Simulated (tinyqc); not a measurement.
# MOS capacitor on a p-type substrate, surface potential from the exact charge relation: what changes with what

Uniform p-type substrate, Boltzmann statistics, full ionisation, classical densities. psi is the surface potential against the body (positive when the bands bend down) and u = psi/Vt. Traps are spread evenly over the gap and neutral at flat band, so their charge is -q Dit psi; the minority quasi-Fermi level is shifted by Vb.

Inputs (values chosen for the exercise); band and dielectric values those of a made-up semiconductor:
```
symbol    value         unit                                                                 meaning
T           325            K                                                             temperature
Eg         1.07           eV                                                                band gap
eps_r      9.06                                                                relative permittivity
Nc      3.34e19        cm^-3                                  conduction-band density of states at T
Nv      3.56e19        cm^-3                                     valence-band density of states at T
chi        3.07           eV                                                       electron affinity
N        2.5e15        cm^-3                                       acceptor density of the substrate
eox         3.9               relative permittivity of the gate insulator (close to silicon dioxide)
tox           5           nm                                                     insulator thickness
phiM       3.75           eV                                                      gate work function
Nf       1.1e11        cm^-2                            fixed charge at the interface, in units of q
Dit           0  cm^-2 eV^-1                                              density of interface traps
Vb          1.6            V                    reverse bias of the inversion layer against the body
```

Constants: q = 1.602176634e-19 C, kB = 1.380649e-23 J/K, Vt = kB T/q, eps0 = 8.8541878128e-14 F/cm where lengths are in cm. Results are converted to the units shown.

Each table varies one quantity; the others keep the values above.

## Capacitance-voltage curves

ni = sqrt(Nc Nv) exp(-Eg/(2 Vt)), Eg in volts; phiF = Vt ln(N/ni); Cox = eps0 eox/tox; Vfb = phiM - chi - (Eg - Vt ln(Nv/N)) - q Nf/Cox; Q0 = sqrt(2 eps0 eps_r q N Vt); r = (ni/N)^2 exp(-Vb/Vt); VT = Vfb + [(2 phiF + Vb)(1 + q Dit/Cox) + sqrt(2 eps0 eps_r q N (2 phiF + Vb))/Cox]. u = psi/Vt; F^2 = exp(-u) + u - 1 + r (exp(u) - u - 1); Qs = -sign(u) Q0 F; Cs = -dQs/dpsi = (Q0/Vt) |1 - exp(-u) + r (exp(u) - 1)|/(2 F). psi solves Vg = Vfb + psi + (q Dit psi - Qs)/Cox. Low frequency: 1/C_LF = 1/Cox + 1/(Cs + q Dit). High frequency, in the simple estimate in which traps and minority carriers do not follow: 1/C_HF = 1/Cox + 1/Cd, Cd being Cs with r = 0 at the same psi. Deep depletion: r = 0 and Dit = 0 both in the equation for psi and in Cs. Minority sheet density N_inv = (Q0/(2 q)) int_0^u r (exp(t) - 1)/F(t) dt for u > 0. N_inv under 1 cm^-2 is printed as 0. Regimes: accumulation when majority carriers gather, then depletion up to |psi| = phiF + Vb, weak inversion up to 2 phiF + Vb, strong inversion beyond.

Capacitance-voltage curves:
```
Vg (V)  psi (V)  C_LF/Cox  C_HF/Cox  C_deep/Cox  N_inv (cm^-2)            regime
-1.13   -0.2665    0.9275    0.9275      0.9275              0      accumulation
-0.6    -0.2067    0.8150    0.8150      0.8150              0      accumulation
-0.07   0.06995   0.07413   0.07413     0.07413              0         depletion
0.46     0.5804   0.02410   0.02410     0.02410              0         depletion
0.99      1.100   0.01742   0.01742     0.01742              0         depletion
1.52      1.621   0.01433   0.01433     0.01433          18.45         depletion
2.05      2.144   0.02817   0.01246     0.01246        2.012e9  strong inversion
2.58      2.364    0.8638   0.01187     0.01117       1.330e12  strong inversion
3.11      2.412    0.9376   0.01175     0.01021       3.408e12  strong inversion
```

Read the table: what changes, and by how much?

C_LF/Cox is lowest, 0.0143, at Vg = 1.52 V (depletion) among the rows listed and is 0.938 in the last row, where C_HF/Cox is 0.0117 and the deep-depletion value 0.0102. Vfb = -0.148 V, where C_HF/Cox = 0.134 (Cox in series with eps0 eps_r/LD), and VT = 2.04 V. Over the last two rows psi moves by only 0.090 V a volt of gate bias, since the inversion charge screens the body. In strong accumulation and inversion degeneracy and confinement, left out here, lower the capacitance.

## Effect of the fixed charge at the interface on threshold and swing

ni = sqrt(Nc Nv) exp(-Eg/(2 Vt)), Eg in volts; phiF = Vt ln(N/ni); Cox = eps0 eox/tox; Vfb = phiM - chi - (Eg - Vt ln(Nv/N)) - q Nf/Cox; VT = Vfb + [(2 phiF + Vb)(1 + q Dit/Cox) + sqrt(2 eps0 eps_r q N (2 phiF + Vb))/Cox]. gamma = sqrt(2 eps0 eps_r q N)/Cox; Wm = sqrt(2 eps0 eps_r (2 phiF + Vb)/(q N)); m = 1 + (eps0 eps_r/Wm + q Dit)/Cox; swing m Vt ln 10; Cmin/Cox = 1/(1 + Cox Wm/(eps0 eps_r)).

The same in every row: 2 phiF (V) = 0.53609; gamma (V^0.5) = 0.036706; Wm (nm) = 924.99; m = 1.0126; swing (mV/decade) = 65.297; Cmin/Cox = 0.012402.

Results:
```
Nf (cm^-2)    Vfb (V)  VT (V)
-4e11       -0.029357  2.1604
0            -0.12215  2.0676
2e11         -0.16855  2.0212
4e11         -0.21495  1.9748
6e11         -0.26135  1.9284
8e11         -0.30774  1.8820
```

Estimate the missing row, Nf = -2e11 cm^-2.

Computed row:
```
Nf (cm^-2)    Vfb (V)  VT (V)
-2e11       -0.075755  2.1140
```

With this row back in the table: As Nf goes from -4e11 to 8e11, VT falls from 2.16 to 1.88 V, the swing stays at 65.3 mV/decade and Cmin/Cox stays at 0.0124. The whole change of VT is that of Vfb: the curve shifts rigidly.

## Effect of the density of interface traps on threshold and swing

Same model as above.

In this table Vb = 0 V.

The same in every row: Vfb (V) = -0.14767; 2 phiF (V) = 0.53609; gamma (V^0.5) = 0.036706; Wm (nm) = 463.39; Cmin/Cox = 0.024453.

Effect of the density of interface traps on threshold and swing:
```
Dit (cm^-2 eV^-1)   VT (V)       m  swing (mV/decade)
0                  0.41530  1.0251             66.103
1e10               0.41654  1.0274             66.253
3e10               0.41903  1.0320             66.552
1e11               0.42773  1.0483             67.599
3e11               0.45261  1.0947             70.591
1e12               0.53966  1.2571             81.064
3e12               0.78840  1.7210             110.98
1e13                1.6590  3.3450             215.71
```

What does the comparison show?

As Dit goes from 0 to 1e13, VT rises from 0.415 to 1.66 V, the swing rises from 66.1 to 216 mV/decade and Cmin/Cox stays at 0.0245. Vfb does not move.

Program tinyqc, `OMP_NUM_THREADS=1 python tinyqc.py 2060104 2060105 out.jsonl`; Intel Xeon 2.30GHz, shared host, one thread, about 0.01 s.
